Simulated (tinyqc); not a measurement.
Strain-driven roughening and islands of a mismatched epitaxial film: one step, computed by the program tinyqc. Command: `OMP_NUM_THREADS=1 python tinyqc.py 3011303 3011304 out.jsonl island walk`. One thread of a shared host (Intel(R) Xeon(R) Processor @ 2.30GHz), about 0.01 s of CPU time with the checks.

Film and substrate share isotropic elastic constants; the film is coherent and biaxially strained.

Task: Asaro-Tiller-Grinfeld instability. A ripple A cos(k x) has the surface chemical potential per volume [gamma k^2 - 2 (1 + nu) w k] A cos(k x), so k_c = 2 (1 + nu) w/gamma. With surface diffusion the amplitude grows at the rate q = B k^2 [2 (1 + nu) w k - gamma k^2], fastest at k_m = (3/4) k_c. B is the surface mobility.

Inputs (values chosen for the exercise, for a model film): Poisson ratio nu = 0.24; surface energy gamma = 0.78 J/m^2; surface mobility D_s nu_s Omega^2/(k_B T) = 8.1e-32 m^6/(J s).

Transport: surface diffusion.

energy density w = 52.57532 MJ/m^3

Give: k_c; critical wavelength; fastest wavelength; growth time 1/q at k_m.

Result:

k_c = 0.1672 1/nm

critical wavelength = 37.59 nm

fastest wavelength = 50.12 nm

growth time 1/q at k_m = 0.1922 s
